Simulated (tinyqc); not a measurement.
What moves the results: strain-driven crossing of the Gamma and L valleys in a germanium-like crystal alloyed with tin. A value that a table varies takes the place of the one given here.

Biaxial loads: e0 is the in-plane strain e_par and the normal is free. (001): e_perp = -2 (C12/C11) e_par; exx = eyy = e_par, ezz = e_perp, no shear. (111): e_perp = -(2 C11 + 4 C12 - 4 C44)/(C11 + 2 C12 + 4 C44) e_par; exx = eyy = ezz = (2 e_par + e_perp)/3 and exy = eyz = ezx = (e_perp - e_par)/3. (110): e_perp = -(C11 + 3 C12 - 2 C44)/(C11 + C12 + 2 C44) e_par; exx = eyy = (e_par + e_perp)/2, ezz = e_par, exy = (e_perp - e_par)/2, eyz = ezx = 0. Uniaxial loads: a stress along n, scaled so that n.e.n = e0, with exx = s11 sxx + s12 (syy + szz), exy = s44 sxy/2, s11 = (C11 + C12)/((C11 - C12)(C11 + 2 C12)), s12 = -C12/((C11 - C12)(C11 + 2 C12)), s44 = 1/C44.

Edges from the unstrained valence top: Gamma at Eg + ac tr(e); an L valley with unit axis u at EgL + aL tr(e) + XuL (u.e.u - tr(e)/3), u along [111], [1-1-1], [-11-1], [-1-11]; valence edges are the levels of the 6 x 6 matrix of X, Y, Z times spin with -Dso/3 + l exx + m (eyy + ezz) on the diagonal (cyclic), n exy off it, l = av + 2 b, m = av - b, n = sqrt(3) d. Spin-orbit term (Dso/3) L.sigma on X, Y, Z with (L_k)_ij = -i epsilon_kij: <X+|H|Y+> = -i Dso/3, <X+|H|Z-> = Dso/3, <Y+|H|Z-> = -i Dso/3, <Z+|H|X-> = -Dso/3, <Z+|H|Y-> = i Dso/3, <X-|H|Y-> = i Dso/3, and their conjugates; + and - are the spin along z.

With tin the unstrained gaps become E(y) = (1 - y) E + y EgS - CS y (1 - y); all other values are kept.
Constants: kB = 8.617333262e-05 eV/K.

Values chosen for the exercise (near those of Ge, gaps at low temperature; shifted at random, so the results belong to these values and not to a real crystal):
- Eg = 0.893 eV (gap at Gamma to the s-like level)
- EgL = 0.731 eV (gap to L)
- Dso = 0.288 eV (spin-orbit splitting)
- ac = -8.22 eV (conduction deformation potential)
- av = 1.23 eV (valence hydrostatic potential)
- b = -2.53 eV (tetragonal shear potential)
- d = -5.36 eV (trigonal shear potential)
- aL = -1.74 eV (hydrostatic potential of the L edge, Xd + Xu/3)
- XuL = 16.49 eV (uniaxial potential, L)
- y = 0.09 (tin fraction)
- EgS = (-0.364, 0.065) eV (Gamma and L gaps of the tin end)
- CS = (2.02, 0.75) eV (bowing of the Gamma and L gaps)
- C11 = 129.4 GPa
- C12 = 48.6 GPa
- C44 = 66.5 GPa
- load = biaxial (111) (kind of strain)
- mG = 0.042 m0 (mass at Gamma)
- mL = 0.551 m0 (density-of-states mass of the four L valleys together)
- T = 300 K (temperature)
- e0 = 0.0101 (size of the strain)

## Sweep of a biaxial (111) strain

The valence splitting is the distance of the top two edges. Share in Gamma = mG^(3/2)/(mG^(3/2) + (mL^(3/2)/4) sum_i exp(-(E_Li - E_Gamma)/kT)).

Results:

| e0 (%) | direct gap (eV) | indirect gap (eV) | Gamma - L (meV) | valence splitting (meV) | share in Gamma (%) |
|---|---|---|---|---|---|
| -0.72 | 0.694 | 0.577 | 117 | 54 | 0.0306 |
| -0.27 | 0.644 | 0.597 | 47 | 22 | 0.439 |
| 0.17 | 0.581 | 0.568 | 13 | 15 | 2.79 |
| 0.62 | 0.489 | 0.455 | 34 | 57 | 2.18 |
| 1.06 | 0.395 | 0.341 | 54 | 102 | 1.02 |
| 1.51 | 0.297 | 0.221 | 75 | 151 | 0.454 |
| 1.95 | 0.198 | 0.102 | 96 | 201 | 0.205 |
| 2.40 | 0.097 | -0.020 | 117 | 253 | 0.0912 |

The gap stays indirect over the sweep. This load splits the L valleys, and the lowest set changes where e0 changes sign, which bends the column Gamma - L. The direct gap goes from 0.694 to 0.097 eV; of that change -0.120 eV comes from the rise of the valence top through the shear terms and the rest from the volume. The share in Gamma goes from 0.0306 to 0.0912 %, with a peak of 2.79 % at e0 = 0.17 % among these rows. Gaps near or below zero lie outside this linear model.

## What each parameter does

Direct gap, Gamma minus the lowest L edge and the valence splitting. Each row changes one parameter from the base and keeps the others.

Results:

| case | direct gap (eV) | Gamma - L (meV) | valence splitting (meV) |
|---|---|---|---|
| base | 0.4058 | 52.0 | 97.1 |
| C12 = 41.31 GPa | 0.4033 | 43.3 | 93.4 |
| e0 = 0.00858 | 0.4384 | 44.9 | 81.4 |
| d = -6.164 eV | 0.3962 | 52.0 | 113.2 |
| C44 = 76.475 GPa | 0.4006 | 33.8 | 89.2 |
| XuL = 14.0165 eV | 0.4058 | 29.0 | 97.1 |
| y = 0.1035 | 0.3668 | 30.2 | 97.1 |
| aL = -2.001 eV | 0.4058 | 56.3 | 97.1 |

The largest shifts from the base row, up to three for each result and ties (the steps differ in size, so this ranks the rows, not the parameters). direct gap (eV): y -0.0390, e0 +0.0326, d -0.0096; unchanged at the printed digits by XuL and aL. Gamma - L (meV): XuL -23.0, y -21.8, C44 -18.2; unchanged at the printed digits by d. valence splitting (meV): d +16.1, e0 -15.8, C44 -7.9; unchanged at the printed digits by XuL, y and aL.

Computed by tinyqc, a small Python program: `OMP_NUM_THREADS=1 python tinyqc.py 1081188 1081189 out.jsonl` (the numbers bound the seed that draws the inputs); one thread of a shared host (Intel(R) Xeon(R) Processor @ 2.30GHz), about 0.01 s for the whole set of steps.
